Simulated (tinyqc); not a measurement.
Hubbard chain of 4 sites, step by step. Computed by tinyqc, a small Python program that keeps every step. Settings: hopping = 1.49, U = 9.3, mixing = 1, iteration cap = 66. Command: `OMP_NUM_THREADS=1 python tinyqc.py 27520 27521 out.jsonl` (the two numbers bound the seeds that draw the settings). One thread of a shared host (Intel(R) Xeon(R) Processor @ 2.60GHz), about 0.2 s of CPU time with the checks. Later iterations appear only in the table of the cycle.

## Mean-field iteration 1

one-body matrix (hopping and site energies) (eV), lower triangle:
```
,1,2,3,4
1,0.0000
2,-1.4900,0.0000
3,0.0000,-1.4900,0.0000
4,0.0000,0.0000,-1.4900,0.0000
```

U = 9.3000 eV

electrons, up and down: 2  2

mixing = 1

n(up) at the start (a guess, not normalised): 1 0.8000, 2 0.2000, 3 0.8000, 4 0.2000

n(down) at the start (a guess): 1 0.2000, 2 0.8000, 3 0.2000, 4 0.8000

H(up) = T + U n(down), H(down) = T + U n(up); fill the lowest levels; n(new) = n + mixing (n(out) - n); E = tr T (rho up + rho down) + U sum n_up n_down of the output.

levels, up (eV): 0.9627  1.7120  7.5880  8.3373

levels, down (eV): 0.9627  1.7120  7.5880  8.3373

energy = -1.2159 eV

n(up) after iteration 1: 1 0.9481, 2 0.0950, 3 0.9050, 4 0.0519

n(down) after iteration 1: 1 0.0519, 2 0.9050, 3 0.0950, 4 0.9481

## Mean-field iteration 2

As before.

levels, up (eV): 0.0178  0.5563  8.7437  9.2822

levels, down (eV): 0.0178  0.5563  8.7437  9.2822

energy = -1.3999 eV

n(up) after iteration 2: 1 0.9707, 2 0.0585, 3 0.9415, 4 0.0293

n(down) after iteration 2: 1 0.0293, 2 0.9415, 3 0.0585, 4 0.9707

## Mean-field iteration 3

As before.

levels, up (eV): -0.2076  0.2817  9.0183  9.5076

levels, down (eV): -0.2076  0.2817  9.0183  9.5076

energy = -1.4070 eV

n(up) after iteration 3: 1 0.9738, 2 0.0517, 3 0.9483, 4 0.0262

n(down) after iteration 3: 1 0.0262, 2 0.9483, 3 0.0517, 4 0.9738

## Convergence

Each step fills the lowest levels of T + U n(other spin) and sets n(new) = n + mixing (n(out) - n); stop when output and input agree to 1e-8.

Course of the cycle:
```
iteration,E (eV),largest |n(out) - n(in)|,mean |n_up - n_down|
1,-1.215949,1.48e-01,0.8531
2,-1.399908,3.65e-02,0.9121
3,-1.407024,6.79e-03,0.9220
4,-1.407217,1.09e-03,0.9236
5,-1.407221,1.71e-04,0.9239
6,-1.407221,2.67e-05,0.9239
7,-1.407221,4.16e-06,0.9239
8,-1.407221,6.50e-07,0.9239
9,-1.407221,1.01e-07,0.9239
10,-1.407221,1.58e-08,0.9239
11,-1.407221,2.47e-09,0.9239
```

local moments n_up - n_down: 1 0.9487, 2 -0.8991, 3 0.8991, 4 -0.9487

Converged in 11 iterations. Before convergence this energy mixes input and output and is not variational, so it may rise towards its limit.

## Exact diagonalisation (36 states)

Lowest levels of the sector, and the double occupancy of the lowest state.

lowest levels (eV): -2.0645  -1.4911  -0.8905  -0.5895  -0.2723  0.0000

double occupancy per site = 0.0465

The mean-field solution above lies 0.6573 eV above the exact energy.

## The lowest level by Lanczos steps

From a random start vector (not printed): a_j = <q_j|H|q_j>, b_j = norm of the remainder after orthogonalising; the Ritz value is the lowest eigenvalue of the tridiagonal matrix of a and b so far.

Lanczos:
```
j,a_j (eV),b_j (eV),lowest Ritz value (eV)
1,10.6414,6.7658,10.641445
2,8.8037,7.5083,2.894651
3,9.3475,3.8381,-0.775107
4,9.6180,5.8887,-1.199614
5,8.2639,8.0149,-1.412855
6,10.6823,3.6143,-1.878507
7,8.0717,3.3007,-2.014952
8,10.7094,7.5159,-2.030224
9,8.1375,5.4285,-2.044396
10,8.7170,2.8893,-2.059307
```
